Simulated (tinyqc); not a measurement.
Worked calculation: plane-wave Kohn-Sham cycle with exchange-only LDA in a layered model solid. One step of it, computed by the program tinyqc.

Question. Iteration 1: Hamiltonian at one k. H(m,m') = (k + G_m)^2/2 delta + V(G_m - G_m'), with V(-G) = V(G).

A solid whose potential varies along x alone (atomic units):
```
parameter                      value
period a                   12.800000
cross-section of the cell  15.000000
electrons per cell                 2
grid points                       16
plane waves -n..n, n               3
k points                           1
V1 in V1 cos(2 pi x/a)     -0.330000
```

V(G_m), m = 0, 1, 2, ... (hartree): -0.215064  -0.165000  0.000000  0.000000  0.000000  0.000000  0.000000

k = 0.000000 2 pi / a

Give: H.

Answer.

H (hartree):
```
         -3       -2       -1       +0       +1       +2       +3
-3   0.8692  -0.1650   0.0000   0.0000   0.0000   0.0000   0.0000
-2  -0.1650   0.2669  -0.1650   0.0000   0.0000   0.0000   0.0000
-1   0.0000  -0.1650  -0.0946  -0.1650   0.0000   0.0000   0.0000
+0   0.0000   0.0000  -0.1650  -0.2151  -0.1650   0.0000   0.0000
+1   0.0000   0.0000   0.0000  -0.1650  -0.0946  -0.1650   0.0000
+2   0.0000   0.0000   0.0000   0.0000  -0.1650   0.2669  -0.1650
+3   0.0000   0.0000   0.0000   0.0000   0.0000  -0.1650   0.8692
```
